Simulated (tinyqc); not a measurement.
Raising the surface concentration at fixed length: sheet resistance of a shallow doped layer with concentration-dependent mobility and limited activation. Computed by tinyqc, a small Python program. Command: `OMP_NUM_THREADS=1 python tinyqc.py 3010844 3010845 out.jsonl irvin walk`. One thread of a shared host (Intel(R) Xeon(R) Processor @ 2.30GHz), about 0.02 s of CPU time with the checks.

A layer of one dopant lies in a background of the opposite type. Current flows parallel to the surface down to the junction; depletion is ignored.

Inputs (values chosen for the exercise, modelled on arsenic in silicon):
```
quantity                          value        unit
surface concentration C_s       5.6e+20      1/cm^3
length l                             17          nm
background C_B                  7.5e+15      1/cm^3
mobility floor mu_min              50.9  cm^2/(V s)
mobility mu_max                    1420  cm^2/(V s)
reference density N_r          9.74e+16      1/cm^3
exponent alpha                     0.68           -
prefactor of the active limit     2e+22      1/cm^3
energy of the active limit        0.466          eV
anneal temperature T               1050           C
```

Profile: Gaussian.

Constants: k_B = 8.617333262e-05 eV/K; e = 1.602176634e-19 C.

Method:
- C(x) = C_s exp(-x^2/(2 l^2)).
- Temperatures in kelvin are T(C) + 273.15.
- Active limit C_a = prefactor x exp(-energy/(k_B T)); the junction lies where C = C_B, and the profile exceeds C_a down to x_a (zero if C_s is below C_a). Slope at the junction in nm per decade = ln(10) C/|dC/dx|.
- Active density N = min(C, C_a); carriers n = N - C_B; mobility mu = mu_min + (mu_max - mu_min)/(1 + ((N + C_B)/N_r)^alpha).
- Integrals from 0 to x_j, where C = C_B (Gauss-Legendre, 60 points on each smooth piece; 1 nm = 1e-7 cm): dose int C dx, carriers int n dx, mean mobility int n mu dx/int n dx, R_s = 1/(e int n mu dx).
- The last column drops the active limit.

active limit C_a = 3.35793e+20 1/cm^3

Layers:
```
C_s (1/cm^3)  x_j (nm)  dose (1/cm^2)  mean mu (cm^2/(V s))  R_s (ohm/square)  R_s if all active
1.00e+18        53.180     2.1269e+12                359.18            8326.4         8.3264e+03
3.00e+18        58.848     6.3885e+12                224.85            4375.3         4.3753e+03
1.00e+19        64.490     2.1303e+13                137.30            2138.7         2.1387e+03
3.00e+19        69.238     6.3916e+13                 94.65            1032.6         1.0326e+03
1.00e+20        74.094     2.1306e+14                 71.08             412.3         4.1225e+02
2.00e+20        76.750     4.2612e+14                 63.71             229.9         2.2992e+02
5.00e+20        80.126     1.0653e+15                 58.84             117.1         1.0122e+02
1.00e+21        82.588     2.1306e+15                 58.04              94.3         5.2975e+01
2.00e+21        84.979     4.2613e+15                 57.64              81.5         2.7294e+01
```

What follows from these numbers?

R_s falls as C_s^-0.59 between the first rows and as C_s^-0.21 between the last. Below C_a = 3.4e20 the exponent is set by the mobility, which drops from 359 towards mu_min. Above C_a extra dose only widens the clipped region: in the last row R_s is 2.98 times the fully active value. Caution: in rows with more than about 2e20 active atoms per cm^3 measured mobilities fall further than this form.
